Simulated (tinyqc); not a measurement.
# Both saturation currents from two open-circuit voltages

Inverse problem. Without shunt, at open circuit JL = J01 (exp(Voc/Vt) - 1) + J02 (exp(Voc/(2 Vt)) - 1). Find J01, J02 and the mean ideality (Voc2 - Voc1)/(Vt ln(JL2/JL1)).

Parameters, values chosen for the exercise: temperature T = 323 K.

Constants: q = 1.602176634e-19 C, kB = 1.380649e-23 J/K, Vt = kB T/q. Results are converted to the units shown.

photocurrents (mA/cm^2): 25.6  1.28
Voc (V): 0.80102388  0.66627014

Solution. The relation is linear in J01 and J02, so two light levels give two equations; series resistance plays no part at open circuit.

J01 = 3.90e-15 A/cm^2
J02 = 7.50e-9 A/cm^2
mean ideality = 1.62

Numbers from tinyqc (`OMP_NUM_THREADS=1 python tinyqc.py 2280013 2280014 out.jsonl`; about 0.01 s on one thread of a shared Intel Xeon 2.30GHz).
